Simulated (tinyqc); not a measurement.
Inside a calculation. Method: RKS/PBE in the sto-3g basis, for H3+, spin multiplicity 1. Computed by tinyqc, a small Python program that keeps every step (integrals from PySCF). Settings: charge = 1, multiplicity = 1, basis = sto-3g, energy threshold = 1e-08, iteration cap = 77, orthogonalisation = symmetric, start = random, DIIS depth = 0, method = RKS, functional = pbe,pbe, grid = [20, 26]. Command: `OMP_NUM_THREADS=1 python tinyqc.py 29039 29040 out.jsonl` (the two numbers bound the seeds that draw the settings). One thread of a shared host (Intel(R) Xeon(R) Processor @ 2.60GHz), about 0.4 s of CPU time with the checks.

Geometry (angstrom):

| atom | x | y | z |
|---|---|---|---|
| H | 0.000000 | 0.000000 | 0.000000 |
| H | 0.000000 | 0.000000 | 0.897000 |
| H | 0.000000 | 0.161000 | -0.885000 |

Stop when the energy changes by less than 1e-08 hartree and every element of the error matrix X^T (F D S - S D F) X is below 3e-05.

Course of the cycle:

| iteration | E (hartree) | change | largest element of the error matrix |
|---|---|---|---|
| 1 | -0.82686872 | - | 2.68e-01 |
| 2 | -1.09146006 | -2.65e-01 | 3.33e-01 |
| 3 | -1.14620283 | -5.47e-02 | 2.34e-01 |
| 4 | -1.16359283 | -1.74e-02 | 2.26e-01 |
| 5 | -1.17007934 | -6.49e-03 | 2.18e-01 |
| 6 | -1.17370150 | -3.62e-03 | 2.13e-01 |
| 7 | -1.17557279 | -1.87e-03 | 2.10e-01 |
| 8 | -1.17686817 | -1.30e-03 | 2.09e-01 |
| 9 | -1.17746402 | -5.96e-04 | 2.08e-01 |
| 10 | -1.17801506 | -5.51e-04 | 2.07e-01 |
| 11 | -1.17816906 | -1.54e-04 | 2.08e-01 |
| 12 | -1.17845000 | -2.81e-04 | 2.07e-01 |
| 13 | -1.17843924 | 1.08e-05 | 2.07e-01 |
| 14 | -1.17861774 | -1.79e-04 | 2.07e-01 |
| ... | ... | ... | ... |
| 64 | -1.17872435 | -1.14e-04 | 2.07e-01 |
| 65 | -1.17861045 | 1.14e-04 | 2.07e-01 |
| 66 | -1.17872435 | -1.14e-04 | 2.07e-01 |
| 67 | -1.17861045 | 1.14e-04 | 2.07e-01 |
| 68 | -1.17872435 | -1.14e-04 | 2.07e-01 |
| 69 | -1.17861045 | 1.14e-04 | 2.07e-01 |
| 70 | -1.17872435 | -1.14e-04 | 2.07e-01 |
| 71 | -1.17861045 | 1.14e-04 | 2.07e-01 |
| 72 | -1.17872435 | -1.14e-04 | 2.07e-01 |
| 73 | -1.17861045 | 1.14e-04 | 2.07e-01 |
| 74 | -1.17872435 | -1.14e-04 | 2.07e-01 |
| 75 | -1.17861045 | 1.14e-04 | 2.07e-01 |
| 76 | -1.17872435 | -1.14e-04 | 2.07e-01 |
| 77 | -1.17861045 | 1.14e-04 | 2.07e-01 |

Can the last value be used, and what does the course show?

Not by the stop rule. Not converged within the cap of 77 iterations: the residual has stopped falling: the iteration swings between two states. Reruns (cap 100 unless said): DIIS 8: converged in 12; damping 0.5: converged in 27; level shift 0.5: converged in 8; atomic densities as start, DIIS 8: converged in 11; the original settings with a cap of 400: not converged. PySCF RKS in the same basis, fine grid = -1.25435395 hartree, which differs from a converged run on this coarse grid by the grid error.
